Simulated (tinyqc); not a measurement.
# From specific contact resistance rho_c back to barrier height phi_B

Model: specific resistance of a metal-semiconductor contact and its transmission-line measurement. Computed by tinyqc, a small Python program. Command: `OMP_NUM_THREADS=1 python tinyqc.py 3004527 3004528 out.jsonl contact inv`. One thread of a shared host (Intel(R) Xeon(R) Processor @ 2.30GHz), about 0.02 s of CPU time with the checks.

The barrier is parabolic (depletion approximation), energies E are normal energies counted from the band edge in the neutral semiconductor (downwards for holes), and the bias is zero. xi is an input, held fixed when other inputs move.

Inputs (values chosen for the exercise, modelled on p-type silicon):
```
quantity                                           value          unit
tunnelling mass m                                   0.37           m_0
permittivity eps                                    11.7             -
Richardson constant A*                              32.6  A/(cm^2 K^2)
doping N                                         3.9e+20        1/cm^3
Fermi level above the band edge in the bulk, xi     0.17            eV
temperature T                                        400             K
```

Image-force lowering: included.

Constants: hbar = 1.054571817e-34 J s; eps_0 = 8.8541878128e-12 F/m; m_0 = 9.1093837015e-31 kg; k_B = 8.617333262e-05 eV/K; e = 1.602176634e-19 C.

Method:
- E_00 = (e hbar/2) sqrt(N/(eps eps_0 m)); band bending E_b = phi_B + xi; depletion width w = sqrt(2 eps eps_0 E_b/(e^2 N)). Image lowering d_phi = (e^3 N E_b/(8 pi^2 (eps eps_0)^3))^(1/4) (E_b in volts), and E_b - d_phi replaces E_b everywhere except in w.
- WKB transmission for E < E_b, with a = E/E_b: D = exp{-(E_b/E_00) [sqrt(1 - a) - a ln((1 + sqrt(1 - a))/sqrt(a))]}; D = 1 above.
- At zero bias 1/rho_c = (e A*/k_B^2) int D(E) f(E) dE, f = 1/(1 + exp((E - xi)/k_B T)); 200 Gauss-Legendre points from 0 to E_b, and k_B T ln(1 + exp((xi - E_b)/k_B T)) for the part above the barrier; the share of tunnelling is the part below.

Problem. A run gave the result below. Find the barrier height phi_B, known to lie between 0.36 and 0.8 eV.

specific contact resistance rho_c = 2.474918e-09 ohm cm^2

Solution.

Each step takes the trial c = (a f_b - b f_a)/(f_b - f_a), f being the result less the target and a, b, c the logarithms of the listed values; c replaces end b, the old b replaces a if the sign of f changed, and otherwise f_a is halved.

Scan of the range:
```
barrier height phi_B (eV)  specific contact resistance rho_c (ohm cm^2)
0.360                                                       2.04720e-09
0.411                                                       2.41891e-09
0.470                                                       2.99314e-09
0.537                                                       3.88265e-09
0.613                                                       5.30377e-09
0.700                                                       7.70131e-09
0.800                                                       1.20101e-08
```

False position (Illinois rule, in the logarithm of the input) inside the bracket:
```
step     end a     end b     trial  specific contact resistance rho_c (ohm cm^2)
1     0.411000  0.470000  0.416413                                   2.46470e-09
2     0.470000  0.416413  0.417389                                   2.47309e-09
3     0.470000  0.417389  0.417735                                   2.47609e-09
4     0.417389  0.417735  0.417600                                   2.47492e-09
5     0.417735  0.417600  0.417600                                   2.47492e-09
```

Specific contact resistance rho_c rises at every point of a 13-point scan of the range (every second point is shown), so one value fits; it is bracketed by 0.411 and 0.470. Answer: barrier height phi_B = 0.4176 eV.

Caution: the barrier is thinner than 1.5 nm, about the spacing of dopants, so a smooth parabolic barrier and WKB are rough.
